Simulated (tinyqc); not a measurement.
Sp3 tight binding, zinc-blende lattice, step by step. One step of it, computed by the program tinyqc.

Question. Levels at k. Diagonalise the Hermitian matrix.

H(k) at k (eV), lower triangle (Hermitian):
```
                      a s                 a px                a py                 a pz
a s            -11.390000
a px             0.000000            -5.630000
a py             0.000000             0.000000           -5.630000
a pz             0.000000             0.000000            0.000000            -5.630000
c s   -1.765067-0.527712i  -0.118000-3.044989i  0.482279+0.745020i  -2.069372-0.173631i
c px   0.118000+3.044989i   0.427895+0.127930i  2.397919+0.201198i  -0.558849-0.863304i
c py  -0.482279-0.745020i   2.397919+0.201198i  0.427895+0.127930i   0.136734+3.528431i
c pz   2.069372+0.173631i  -0.558849-0.863304i  0.136734+3.528431i   0.427895+0.127930i

             c s       c px       c py       c pz
c s   -11.390000
c px    0.000000  -5.630000
c py    0.000000   0.000000  -5.630000
c pz    0.000000   0.000000   0.000000  -5.630000
```

Give: eigenvalues; weights |c|^2 of the basis functions.

Answer.

eigenvalues (eV): -14.6642  -12.2547  -10.1778  -9.6376  -4.1658  -3.1818  -1.5587  -0.9193

weights |c|^2 of the basis functions:
```
      band 1  band 2  band 3  band 4  band 5  band 6  band 7  band 8
a s   0.4364  0.3237  0.0124  0.0044  0.1593  0.0581  0.0018  0.0039
a px  0.0465  0.0815  0.0918  0.0994  0.2069  0.3244  0.0421  0.1075
a py  0.0048  0.0235  0.1852  0.2827  0.0024  0.0030  0.2900  0.2085
a pz  0.0123  0.0714  0.2107  0.1136  0.1313  0.1145  0.1661  0.1801
c s   0.4364  0.3237  0.0124  0.0044  0.1593  0.0581  0.0018  0.0039
c px  0.0465  0.0815  0.0918  0.0994  0.2069  0.3244  0.0421  0.1075
c py  0.0048  0.0235  0.1852  0.2827  0.0024  0.0030  0.2900  0.2085
c pz  0.0123  0.0714  0.2107  0.1136  0.1313  0.1145  0.1661  0.1801
```
